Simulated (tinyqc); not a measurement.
Temperature and isotope dependence of a band gap in oscillator models, step by step. Values are carried at full precision from step to step, so a last printed digit may differ when a step is redone from the rounded ones.

E(T) = E0 - sum_i sl_i th_i n_i(T), n = 1/(exp(th/T) - 1). The same coupling lowers the gap at 0 K by the zero-point term ZP = sum_i sl_i th_i/2, so the gap of the static lattice is E0 + ZP. Thermal expansion is taken as part of the slopes.

Values chosen for the exercise (near those of GaP; the results hold for these values, not for the real material):
- E0 = 2.359 eV (gap at 0 K)
- th = (115, 463) K (temperatures of two oscillators)
- sl = (0.151, 0.321) meV/K (their high-temperature slopes)
- T = 400 K (temperature)
- M = 50.27 u (mean atomic mass)
- dM = 1.29 u (change of the mean mass (not bounded by the natural isotopes))
- T12 = (190, 470) K (temperatures of the fits)

## The gap at T

Give the occupations, the two terms, the gap, ZP and the static gap.

n_i: 3.00219  0.45830

terms (meV): 52.133  68.114

E(T) = 2.2388 eV
ZP = 82.99 meV
static gap = 2.4420 eV

The thermal fall, 120.2 meV, is larger than the zero-point term, 83.0 meV; the soft oscillator supplies 43 % of the fall but 10 % of ZP. A calculation with clamped ions should be compared with the static gap.

## Slope and asymptote

dE/dT = -sum sl_i (th_i/T)^2 n_i (1 + n_i). At high T, n -> T/th - 1/2, so E -> E0 + ZP - (sum sl_i) T. Give the slope, its ratio to the limit, and the value at 0 K of the tangent drawn at T.

dE/dT = -0.4374 meV/K
ratio to the limiting slope = 0.9267
intercept of the tangent = 2.4137 eV
intercept - E0 = 54.71 meV

The tangent recovers 66 % of ZP: the extrapolation works only from T well above the higher oscillator (463 K).

## Isotope effect

With M -> M + dM the oscillator temperatures scale as M^(-1/2) and the slopes stay. Give th, ZP, E0 (static gap fixed) and E(T) for the new mass, and the linear rule dE0 = ZP dM/(2 M).

th (K): 113.55  457.17

ZP = 81.949 meV
shift of E0 = 1.045 meV
linear rule = 1.065 meV
shift of E(T) = 0.354 meV

The heavier crystal has the wider gap. At 400 K 34 % of the shift at 0 K is left; it fades at high T, where the motion is classical and the mean-square amplitude no longer depends on mass.

## Two common fits

Two-parameter forms are made to pass through the falls at the two temperatures T12: Varshni aV T^2/(T + bV), from the line T^2/fall = (T + bV)/aV; one oscillator s1 t1/(exp(t1/T) - 1), with t1 from the ratio of the falls.

Give the falls and the parameters.

falls (meV): 35.1183  151.2076

aV = 0.6467 meV/K
bV = 475 K
t1 = 299.5 K
s1 = 0.4500 meV/K
ZP of the one-oscillator fit = 67.4 meV

The limiting slope of the model is 0.4720 meV/K; Varshni puts it +37 % off and one oscillator -5 %. The ZP of the fit differs from the true one by -15.6 meV.

## Checks

- Slope by finite differences against the formula (meV/K): both 0.43740.
- Fall at 20 times the higher oscillator temperature against the asymptote (meV): 4288.4 against 4287.7.

Program tinyqc; command `OMP_NUM_THREADS=1 python tinyqc.py 1850053 1850054 out.jsonl`; about 0.01 s on one thread of a shared Intel(R) Xeon(R) Processor @ 2.30GHz.
